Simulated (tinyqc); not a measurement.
Magnetisation curve: two coupled magnetic layers: synthetic antiferromagnet, spin flop, exchange bias and magnetoresistance. Computed by tinyqc, a small Python program. Command: `OMP_NUM_THREADS=1 python tinyqc.py 3019895 3019896 out.jsonl saf walk`. One thread of a shared host (Intel(R) Xeon(R) Processor @ 2.30GHz), about 0.3 s of CPU time with the checks.

Moments lie in the plane at the angles p1, p2 from the field. Energy per area: E = J1 cos(p1 - p2) + J2 cos^2(p1 - p2) - B M_s (t1 cos p1 + t2 cos p2) + K (t1 sin^2 p1 + t2 sin^2 p2).

Inputs (values chosen for the exercise, for a model stack):

| quantity | value | unit |
|---|---|---|
| saturation magnetisation M_s | 1300 | kA/m |
| thickness t1 | 2.9 | nm |
| thickness t2 | 1.9 | nm |
| antiferromagnetic coupling J1 | 0.16 | mJ/m^2 |
| biquadratic coupling J2 | 0.023 | mJ/m^2 |
| in-plane anisotropy K | 13 | kJ/m^3 |
| field over the saturation field | 0.36 | - |

Field direction: along the easy axis.

Method. The parallel state is stable while the Hessian at p1 = p2 = 0 is positive: with c = J1 + 2 J2 and u = B M_s + 2K, (u t1 - c)(u t2 - c) > c^2, so B_sat M_s = c (1/t1 + 1/t2) - 2K. B_K = 2K/M_s. The lowest minimum of E over both angles (from five starts; of two mirror images the one with p1 >= 0, and for equal layers |p1| <= |p2|).

saturation field B_sat = 118.043 mT

Equilibrium states:

| B/B_sat | B (mT) | p1 (degrees) | p2 (degrees) | m/m_sat |
|---|---|---|---|---|
| 0.02 | 2.36 | 0.000 | -180.00 | 0.2083 |
| 0.06 | 7.08 | 0.000 | -180.00 | 0.2083 |
| 0.12 | 14.17 | 0.000 | -180.00 | 0.2083 |
| 0.20 | 23.61 | 0.000 | -180.00 | 0.2083 |
| 0.30 | 35.41 | 0.000 | -180.00 | 0.2083 |
| 0.45 | 53.12 | 31.679 | -76.18 | 0.6087 |
| 0.60 | 70.83 | 29.608 | -53.54 | 0.7605 |
| 0.80 | 94.43 | 20.892 | -33.66 | 0.8939 |
| 0.95 | 112.14 | 10.278 | -15.86 | 0.9752 |
| 1.10 | 129.85 | 0.000 | 0.00 | 1.0000 |

What does the comparison show, and why?

The collinear state is the lowest in 5 row(s), with m/m_sat = (t1 - t2)/(t1 + t2) = 0.208; then the moments are canted and close at B_sat. The largest gap between m/m_sat and B/B_sat in the canted rows is 0.161.

Extremes, crossings and ranges named in words are read from the listed rows.
